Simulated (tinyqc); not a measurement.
Adding atomic layers: valley splitting of a silicon quantum well in envelope theory.

The well lies at 0 < z < L; U(z) = V0 [1/(1 + exp(z/w)) + 1/(1 + exp((L - z)/w))] - e F z, 1 mV/nm = 1e-4 eV/angstrom. The envelope psi solves -(c/ml) psi'' + U psi = E psi, c = hbar^2/2m0, by three-point differences on a grid of 0.1 angstrom from -40 to L + 40 angstrom. The two valleys at +/- k0 couple through D = C0 times the integral of exp(-i q z) U(z) psi^2, q = 2 k0 (2 pi/a), and split by Ev = 2|D|.

Constants: hbar^2/2m0 = 3.80998211 eV angstrom^2.

Inputs chosen for the exercise (near those of a strained Si well in SiGe; shifted at random, so the results belong to these values and not to a real crystal):
- V0 = 0.17 eV (conduction offset)
- ml = 0.905 m0 (mass along z)
- F = 5.4 mV/nm (field pressing towards the upper interface)
- k0 = 0.827 2 pi/a (valley position)
- a = 5.431 angstrom (lattice constant)
- C0 = 0.279 (Bloch overlap factor)
- Ls = (96, 97.4, 98.7, 100.1, 101.4, 102.8, 104.1, 105.5) angstrom (widths in steps of one atomic layer, a/4, rounded to the grid)
- F2 = 0 mV/nm (second field, zero or weak)
- w1 = 0.7 angstrom (interface width for this table)

The smooth splitting Ev = 2|D| with w = w1, at the field F2 and at F.

Results:

| L (angstrom) | q L mod 2 pi | Ev at F2 (micro-eV) | Ev at F (micro-eV) |
|---|---|---|---|
| 96.0 | 1.49 | 0.524 | 20.0 |
| 97.4 | 4.17 | 4.67 | 20.0 |
| 98.7 | 0.37 | 2.93 | 20.0 |
| 100.1 | 3.05 | 2.88 | 20.0 |
| 101.4 | 5.54 | 4.16 | 20.0 |
| 102.8 | 1.93 | 0.509 | 20.0 |
| 104.1 | 4.42 | 4.03 | 20.0 |
| 105.5 | 0.82 | 1.69 | 20.0 |

At F2 the splitting swings between 0.509 and 4.67 micro-eV, a ratio of 9.18, as the two interfaces add with the phase q L, which advances on average by 2.60 rad a layer. At F the ratio is 1.00, where in the first row psi^2 at the upper interface is 920 times that at the lower one: one interface dominates and the interference fades.

Computed by tinyqc, a small Python program: `OMP_NUM_THREADS=1 python tinyqc.py 1250157 1250158 out.jsonl` (the numbers bound the seed that draws the inputs); one thread of a shared host (Intel(R) Xeon(R) Processor @ 2.30GHz), about 0.1 s for the whole set of steps.
